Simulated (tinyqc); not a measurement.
# Worked calculation: on-chip power grid, static voltage drop by conjugate gradients

Computed by the program tinyqc: `OMP_NUM_THREADS=1 python tinyqc.py 2770207 2770208 out.jsonl`, one thread of a shared Intel Xeon 2.30GHz, about 0.1 s for the whole run. Printed values are rounded.

A grid of 4 rows and 3 columns, node k = 3 row + column. Neighbours in a row are joined by Rx, in a column by Ry; pad nodes, which reach the supply through Rp: 0, 9. Each node draws I0, node 0 draws kh I0. The drops u = Vdd - V solve G u = i, with G the conductance matrix (1/Rp added on the diagonal at pad nodes).

Parameters, values chosen for the exercise: supply voltage Vdd = 0.65 V; resistance of a horizontal segment Rx = 0.27 ohm; resistance of a vertical segment Ry = 1.9 ohm; resistance from a pad node to the supply Rp = 0.39 ohm; load current of an ordinary node I0 = 2.1 mA; factor on the load at the hot node kh = 3.

## Diagonal of G, loads and first direction

G_kk = sum of the conductances at node k. Start u = 0, so the residual is r = i; p = r.

G_kk (S):

|  | col 0 | col 1 | col 2 |
|---|---|---|---|
| row 0 | 6.79412 | 7.93372 | 4.23002 |
| row 1 | 4.75634 | 8.46004 | 4.75634 |
| row 2 | 4.75634 | 8.46004 | 4.75634 |
| row 3 | 6.79412 | 7.93372 | 4.23002 |

r at the start (mA):

|  | col 0 | col 1 | col 2 |
|---|---|---|---|
| row 0 | 6.3 | 2.1 | 2.1 |
| row 1 | 2.1 | 2.1 | 2.1 |
| row 2 | 2.1 | 2.1 | 2.1 |
| row 3 | 2.1 | 2.1 | 2.1 |

p at the start (mA):

|  | col 0 | col 1 | col 2 |
|---|---|---|---|
| row 0 | 6.3 | 2.1 | 2.1 |
| row 1 | 2.1 | 2.1 | 2.1 |
| row 2 | 2.1 | 2.1 | 2.1 |
| row 3 | 2.1 | 2.1 | 2.1 |

## Iteration 1: conjugate-gradient step

u at the start (mV):

|  | col 0 | col 1 | col 2 |
|---|---|---|---|
| row 0 | 0 | 0 | 0 |
| row 1 | 0 | 0 | 0 |
| row 2 | 0 | 0 | 0 |
| row 3 | 0 | 0 | 0 |

q = G p; a = (r.r)/(p.q); u(new) = u + a p; r(new) = r - a q; b = (r.r)(new)/(r.r); p(new) = r(new) + b p.

q (mA S):

|  | col 0 | col 1 | col 2 |
|---|---|---|---|
| row 0 | 33.9199 | -15.5556 | 0.0000 |
| row 1 | -2.2105 | 0.0000 | 0.0000 |
| row 2 | 0.0000 | 0.0000 | 0.0000 |
| row 3 | 5.3846 | 0.0000 | 0.0000 |

a = 0.469913 ohm

u after iteration 1 (mV):

|  | col 0 | col 1 | col 2 |
|---|---|---|---|
| row 0 | 2.96045 | 0.98682 | 0.98682 |
| row 1 | 0.98682 | 0.98682 | 0.98682 |
| row 2 | 0.98682 | 0.98682 | 0.98682 |
| row 3 | 0.98682 | 0.98682 | 0.98682 |

r after iteration 1 (mA):

|  | col 0 | col 1 | col 2 |
|---|---|---|---|
| row 0 | -9.63940 | 9.40975 | 2.10000 |
| row 1 | 3.13875 | 2.10000 | 2.10000 |
| row 2 | 2.10000 | 2.10000 | 2.10000 |
| row 3 | -0.43030 | 2.10000 | 2.10000 |

b = 2.57118

p after iteration 1 (mA):

|  | col 0 | col 1 | col 2 |
|---|---|---|---|
| row 0 | 6.5591 | 14.8092 | 7.4995 |
| row 1 | 8.5382 | 7.4995 | 7.4995 |
| row 2 | 7.4995 | 7.4995 | 7.4995 |
| row 3 | 4.9692 | 7.4995 | 7.4995 |

## Iteration 2: conjugate-gradient step

As before.

q (mA S):

|  | col 0 | col 1 | col 2 |
|---|---|---|---|
| row 0 | -14.7798 | 61.4766 | -27.0732 |
| row 1 | 5.4356 | -7.6945 | 0.0000 |
| row 2 | 0.7850 | 0.0000 | 0.0000 |
| row 3 | 2.0383 | 9.3715 | 0.0000 |

a = 0.330847 ohm

u after iteration 2 (mV):

|  | col 0 | col 1 | col 2 |
|---|---|---|---|
| row 0 | 5.13049 | 5.88640 | 3.46800 |
| row 1 | 3.81166 | 3.46800 | 3.46800 |
| row 2 | 3.46800 | 3.46800 | 3.46800 |
| row 3 | 2.63086 | 3.46800 | 3.46800 |

r after iteration 2 (mA):

|  | col 0 | col 1 | col 2 |
|---|---|---|---|
| row 0 | -4.7496 | -10.9296 | 11.0571 |
| row 1 | 1.3404 | 4.6457 | 2.1000 |
| row 2 | 1.8403 | 2.1000 | 2.1000 |
| row 3 | -1.1047 | -1.0005 | 2.1000 |

b = 1.37094

p after iteration 2 (mA):

|  | col 0 | col 1 | col 2 |
|---|---|---|---|
| row 0 | 4.2425 | 9.3730 | 21.3384 |
| row 1 | 13.0458 | 14.9270 | 12.3813 |
| row 2 | 12.1216 | 12.3813 | 12.3813 |
| row 3 | 5.7078 | 9.2808 | 12.3813 |

## Iteration 3: conjugate-gradient step

As before.

q (mA S):

|  | col 0 | col 1 | col 2 |
|---|---|---|---|
| row 0 | -12.7568 | -28.2377 | 49.0306 |
| row 1 | -1.8478 | 20.6590 | -14.1427 |
| row 2 | 1.9273 | 1.2540 | 0.0000 |
| row 3 | -1.9738 | 0.1182 | 11.4834 |

a = 0.308583 ohm

u after iteration 3 (mV):

|  | col 0 | col 1 | col 2 |
|---|---|---|---|
| row 0 | 6.4397 | 8.7788 | 10.0527 |
| row 1 | 7.8374 | 8.0742 | 7.2887 |
| row 2 | 7.2085 | 7.2887 | 7.2887 |
| row 3 | 4.3922 | 6.3319 | 7.2887 |

r after iteration 3 (mA):

|  | col 0 | col 1 | col 2 |
|---|---|---|---|
| row 0 | -0.81301 | -2.21588 | -4.07296 |
| row 1 | 1.91059 | -1.72933 | 6.46421 |
| row 2 | 1.24553 | 1.71305 | 2.10000 |
| row 3 | -0.49559 | -1.03699 | -1.44359 |

b = 0.266606

p after iteration 3 (mA):

|  | col 0 | col 1 | col 2 |
|---|---|---|---|
| row 0 | 0.31807 | 0.28302 | 1.61600 |
| row 1 | 5.38869 | 2.25031 | 9.76516 |
| row 2 | 4.47723 | 5.01400 | 5.40095 |
| row 3 | 1.02614 | 1.43734 | 1.85736 |

## Course of the conjugate-gradient iteration

Stop when |r| is below 1e-9 mA.

Course of the iteration:

| iteration | largest u (mV) | \|r\| (mA) |
|---|---|---|
| 1 | 2.96045 | 15.1 |
| 2 | 5.88640 | 17.6 |
| 3 | 10.0527 | 9.10 |
| 4 | 10.4435 | 9.79 |
| 5 | 12.0210 | 5.03 |
| 6 | 11.9998 | 2.97 |
| 7 | 11.9345 | 0.888 |
| 8 | 11.8754 | 0.838 |
| 9 | 11.8191 | 0.706 |
| 10 | 11.7608 | 0.227 |
| 11 | 11.7617 | 0.138 |
| 12 | 11.7663 | < 1e-11 |

Converged in 12 iterations for 12 unknowns; in exact arithmetic the method needs at most 12. The condition number of the matrix is 57.3. Gauss-Seidel sweeps in node order need 298 to reach the same residual.

## Worst drop, pad currents and power lost

converged u (mV):

|  | col 0 | col 1 | col 2 |
|---|---|---|---|
| row 0 | 6.3353 | 8.3001 | 9.2279 |
| row 1 | 11.4031 | 11.6082 | 11.7663 |
| row 2 | 11.0373 | 11.2577 | 11.4270 |
| row 3 | 5.1307 | 7.2763 | 8.2892 |

Pad current u/Rp; worst drop as a share of Vdd; power lost in the grid and pads sum_k i_k u_k; power delivered sum_k i_k (Vdd - u_k).

worst drop = 11.7663 mV
share of Vdd = 1.81020 %
pad currents (mA): node 0 16.2444, node 9 13.1556
power lost = 0.264033 mW
power delivered = 18.8460 mW

The pad currents add up to the total load, 29.40 mA. The worst drop is at node 5, not at the hot node.
